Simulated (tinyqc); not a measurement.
# Schottky barrier on an n-type semiconductor, non-linear Poisson equation by Newton steps: what changes with what

One dimension, metal at x = 0, donor density C(x) = Nd, uniform. Energies are counted from the electron Fermi level of the semiconductor and the conduction-band edge is Ec = -psi, so n = Nc exp(psi/Vt); holes follow the Fermi level of the metal, at -V, so p = Nv exp((V - psi - Eg)/Vt). Ends: psi(0) = V - phiB and psi = Vt ln(Nd/Nc) deep inside. Boltzmann statistics, full ionisation, no current, no image force in the Poisson equation.

Inputs (values chosen for the exercise); band and dielectric values close to those of gallium arsenide:
- T = 250 K (temperature)
- Eg = 1.42 eV (band gap)
- eps_r = 12.8 (relative permittivity)
- Nc = 3.32e17 cm^-3 (conduction-band density of states at T)
- Nv = 6.88e18 cm^-3 (valence-band density of states at T)
- Nd = 1.1e16 cm^-3 (donor density deep in the semiconductor)
- phiB = 0.79 eV (barrier height)

Constants: q = 1.602176634e-19 C, kB = 1.380649e-23 J/K, Vt = kB T/q, eps0 = 8.8541878128e-14 F/cm where lengths are in cm. Results are converted to the units shown.

Each table varies one quantity; the others keep the values above.

## Capacitance-voltage profiling

The Poisson equation d/dx(eps0 eps_r dpsi/dx) = -q (p - n + C) is solved on a mesh of about 1000 nodes or more that ends in neutral material. C_s = q d/dV of the integral of n over x, from the linearised equation. Probed depth w = eps0 eps_r/C_s; apparent doping N_app = C_s^3/(q eps0 eps_r dC_s/dV), the derivative by central differences over +/- 0.02 V.

The same in every row: true C(w) (cm^-3) = 1.100e16.

Results:
```
V (V)  C_s (nF/cm^2)  w (nm)  N_app (cm^-3)  |E_0| (kV/cm)
0              37.91   299.0       1.099e16          46.49
-0.5           28.91   392.0       1.100e16          60.97
-1             24.27   466.9       1.100e16          72.61
-1.5           21.33   531.3       1.100e16          82.62
-2             19.25   588.7       1.100e16          91.55
-3             16.44   689.4       1.100e16          107.2
-3.5           15.43   734.5       1.100e16          114.2
-4             14.58   777.1       1.100e16          120.8
-4.5           13.87   817.4       1.100e16          127.1
-5             13.24   855.8       1.100e16          133.1
```

Estimate the missing row, V = -2.5 V.

Computed row:
```
V (V)  C_s (nF/cm^2)  w (nm)  N_app (cm^-3)  |E_0| (kV/cm)
-2.5           17.68   641.0       1.100e16          99.68
```

With this row back in the table: C_s falls from 37.9 to 13.2 nF/cm^2 while the probed depth goes from 299 to 856 nm. The apparent doping stays near 1.10e16 cm^-3. It departs most from the true doping at that depth for V = 0 V, where it is 0.052 % below it; so the doping is read well over the depths probed, the small gap being the error of the finite difference in V.

## Effect of the bias of the metal against the semiconductor

First integral for uniform doping: E_0^2 = (2 q/(eps0 eps_r)) [Nd (U - Vt + Vt exp(-U/Vt)) + Vt p_0], U = Vbi - V, Vbi = phiB - Vt ln(Nc/Nd), p_0 = Nv exp((phiB - Eg)/Vt) (deep holes neglected). Image-force lowering dphi = sqrt(q E_0/(4 pi eps0 eps_r)), at x_m = sqrt(q/(16 pi eps0 eps_r E_0)). W = sqrt(2 eps0 eps_r U/(q Nd)).

The same in every row: Vbi (V) = 0.7166; p_0/Nd = 1.247e-10.

Result of one run:
```
V (V)  W (nm)  E_0 (kV/cm)  dphi (mV)  exp(dphi/Vt)
-20      1632        253.7      53.42         11.94
```

What becomes of these results when the bias of the metal against the semiconductor V is changed from -20 to -5.7 V, all else the same?

Result of the changed run:
```
V (V)  W (nm)  E_0 (kV/cm)  dphi (mV)  exp(dphi/Vt)
-5.7    908.4        141.0      39.83         6.353
```

The whole series:
```
V (V)  W (nm)  E_0 (kV/cm)  dphi (mV)  exp(dphi/Vt)
0       303.6        46.49      22.87         2.891
-2.9    682.0        105.7      34.49         4.958
-5.7    908.4        141.0      39.83         6.353
-8.6     1095        170.0      43.73         7.615
-11.4    1248        194.0      46.71         8.743
-14.3    1390        216.0      49.29         9.854
-17.1    1514        235.3      51.44         10.89
-20      1632        253.7      53.42         11.94
```

As V goes from 0 to -20, the surface field rises from 46.5 to 254 kV/cm, the lowering rises from 22.9 to 53.4 mV and W rises from 304 to 1630 nm. The reverse current factor exp(dphi/Vt) grows by 4.13 over the table, so a thermionic reverse current does not saturate.

Numbers from tinyqc (`OMP_NUM_THREADS=1 python tinyqc.py 2020134 2020135 out.jsonl`; about 0.08 s on one thread of a shared Intel Xeon 2.30GHz).
